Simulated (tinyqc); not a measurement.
Inside a calculation. Method: plane-wave Kohn-Sham cycle with exchange-only LDA in a layered model solid. One step of it, computed by the program tinyqc.

Task: Iteration 1: potential. V_H(G) = 4 pi rho(G)/G^2 for G != 0 (uniform background); v_x = -(3 rho/pi)^(1/3); V = V_ext + V_H + v_x; Fourier components f(G_m) = (1/N) sum_j f(x_j) exp(-i G_m x_j).

A solid whose potential varies along x alone (atomic units):
```
parameter                      value
period a                    9.500000
cross-section of the cell  24.000000
electrons per cell                 2
grid points                       16
plane waves -n..n, n               2
k points                           4
V1 in V1 cos(2 pi x/a)     -0.680000
V2 in V2 cos(4 pi x/a)      0.180000
```

density at the start, on the grid x_j = j a/N (e/bohr^3): 0.00877193  0.00877193  0.00877193  0.00877193  0.00877193  0.00877193  0.00877193  0.00877193  0.00877193  0.00877193  0.00877193  0.00877193  0.00877193  0.00877193  0.00877193  0.00877193

Give: Potentials on the grid; V(G_m), m = 0, 1, 2, ....

Result:

Potentials on the grid (hartree):
```
x       V_ext    V_H     v_x       V
0.000  -0.500  0.000  -0.203  -0.703
0.594  -0.501  0.000  -0.203  -0.704
1.188  -0.481  0.000  -0.203  -0.684
1.781  -0.388  0.000  -0.203  -0.591
2.375  -0.180  0.000  -0.203  -0.383
2.969   0.133  0.000  -0.203  -0.070
3.562   0.481  0.000  -0.203   0.278
4.156   0.756  0.000  -0.203   0.552
4.750   0.860  0.000  -0.203   0.657
5.344   0.756  0.000  -0.203   0.552
5.938   0.481  0.000  -0.203   0.278
6.531   0.133  0.000  -0.203  -0.070
7.125  -0.180  0.000  -0.203  -0.383
7.719  -0.388  0.000  -0.203  -0.591
8.312  -0.481  0.000  -0.203  -0.684
8.906  -0.501  0.000  -0.203  -0.704
```

V(G_m), m = 0, 1, 2, ... (hartree): -0.203  -0.340  0.090  0.000  0.000
